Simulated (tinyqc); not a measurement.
Short-channel transistor, virtual-source model with series resistance: one step of the calculation.

The current per gate width is the charge at the top of the source barrier (the virtual source) times its velocity times a saturation function; al and be are fitting constants of the model. Units: I in uA/um, Rs in ohm um, so I Rs = 1e-6 I Rs in volts; Q in uC/cm^2, so I = 1e-4 Q vx0 Fsat with vx0 in cm/s.

Question. What the series resistance costs. Intrinsic voltages Vg' = Vgs - I Rs, Vd' = Vds - 2 I Rs. n = n0 + nd Vd', VT = VT0 - dl Vd', Ff = 1/(1 + exp((Vg' - VT + al Vt/2)/(al Vt))), Q = Cinv n Vt ln(1 + exp((Vg' - VT + al Vt Ff)/(n Vt))), Vdsat = (vx0 L/mu)(1 - Ff) + Vt Ff, Fsat = u/(1 + u^be)^(1/be) with u = Vd'/Vdsat, and I = Q vx0 Fsat per width. I0 is the current for Rs = 0. Effective velocity I/Q; transit time L Q/I.

Parameters, values chosen for the exercise:
```
symbol   value        unit                                                         meaning
T          273           K                                                     temperature
Cinv      2.05     uF/cm^2                                           inversion capacitance
vx0     8.29e6        cm/s                                  velocity at the virtual source
mu         110  cm^2/(V s)                                               apparent mobility
L           12          nm                                                  channel length
VT0      0.321           V                                 threshold at zero drain voltage
dl       0.076         V/V                                  drain-induced barrier lowering
n0        1.35                                                         subthreshold factor
nd           0         1/V                                  growth of n with drain voltage
al         3.5              threshold shift (in units of Vt) from weak to strong inversion
be         1.4                                                     sharpness of saturation
Rs          90      ohm um                               series resistance of each contact
Vgs       0.64           V                                                    gate voltage
Vds       0.05           V                                                   drain voltage
```

Constants: q = 1.602176634e-19 C, kB = 1.380649e-23 J/K, Vt = kB T/q. Results are converted to the units shown.

converged I = 134.92657 uA/um
I0 = 236.35058 uA/um

Find: loss against I0; effective velocity; transit time.

Answer.

loss against I0 = 42.913 %
effective velocity = 2.1234e6 cm/s
transit time = 0.56514 ps

tinyqc, about 0.01 s, one thread, Intel Xeon 2.30GHz (shared host): `OMP_NUM_THREADS=1 python tinyqc.py 2380063 2380064 out.jsonl`
